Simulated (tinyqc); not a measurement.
What the corrections do to the levels: formation energy of a charged point defect from supercell energies. Computed by tinyqc, a small Python program. Command: `OMP_NUM_THREADS=1 python tinyqc.py 3026595 3026596 out.jsonl formation walk`. One thread of a shared host (Intel(R) Xeon(R) Processor @ 2.30GHz), about 0.01 s of CPU time with the checks.

The host is a compound AB. Making the defect adds n_A = 0, n_B = -1 atoms to the cell. All total energies are inputs. E_F is counted from the valence-band maximum (VBM); x = 0 is A-rich and x = 1 B-rich growth.

Inputs (values chosen for the exercise, with gap and screening modelled on 4H-SiC):
```
quantity                      value      unit
gap E_g                        3.19        eV
E_VBM of the host cell        2.063        eV
potential alignment dV       -0.023        eV
dielectric constant eps        9.55         -
cell length L                  9.03  angstrom
mu_B of the pure element     -6.522        eV
formation enthalpy dH of AB  -0.841        eV
growth condition x             0.59         -
```

Defect: vacancy of B. Supercell lattice: sc.

charge states q: 2  1  0  -1  -2

E(defect, q) - E(host), in the order of q (eV): 1.014  5.214  9.241  12.707  16.619

Constants: e^2/(4 pi eps_0) = 14.39964548 eV angstrom.

Method:
- dmu_A = x dH and dmu_B = (1 - x) dH, so that dmu_A + dmu_B = dH; mu = mu(element) + dmu.
- The reservoir term is sum n_i mu_i.
- Image-charge correction of a point charge in a neutralising background: E_corr = q^2 alpha e^2/(4 pi eps_0) / (2 eps L), alpha = 2.837297 for a sc array with L the cube root of the volume.
- E_f(q, E_F) = [E(defect, q) - E(host)] - sum n_i mu_i + q (E_VBM + dV + E_F) + E_corr(q).
- Levels eps(q/q-1) with the terms q dV and E_corr left out or kept.

E_f(q, 0) (eV): (q=+2) -0.82527, (q=+1) 0.62407, (q=0) 2.37419, (q=-1) 4.03707, (q=-2) 6.61973

E_corr (eV): (q=+2) 0.947535, (q=+1) 0.236884, (q=0) 0.000000, (q=-1) 0.236884, (q=-2) 0.947535

Levels above the VBM (eV):
```
level      raw  with alignment  with image charge  with both
(+2/+1)  2.137           2.160             1.4263     1.4493
(+1/0)   1.964           1.987             1.7271     1.7501
(0/-1)   1.403           1.426             1.6399     1.6629
(-1/-2)  1.849           1.872             2.5597     2.5827
```

What follows from these numbers?

Alignment moves every level by -dV = +0.023 eV. The image term moves eps(q/q-1) by (1 - 2q) E_corr(1): (+2/+1) by -0.711, (+1/0) by -0.237, (0/-1) by +0.237, (-1/-2) by +0.711 eV, donor levels down and acceptor levels up. It adds 2 E_corr(1) = 0.474 eV to every U, which turns an apparent negative U of the raw energies into a positive one. Caution: the largest image-charge correction in these energies, q^2 alpha e^2/(8 pi eps_0 eps L) with alpha = 2.837297, exceeds a quarter of the gap; the point-charge term alone is then a rough estimate, usually too large for a charge that is spread out. Caution: E_f at E_F = 0 is negative for at least one charge state, so in equilibrium E_F cannot reach the valence-band maximum.

Extremes, crossings and ranges named in words are read from the listed rows.
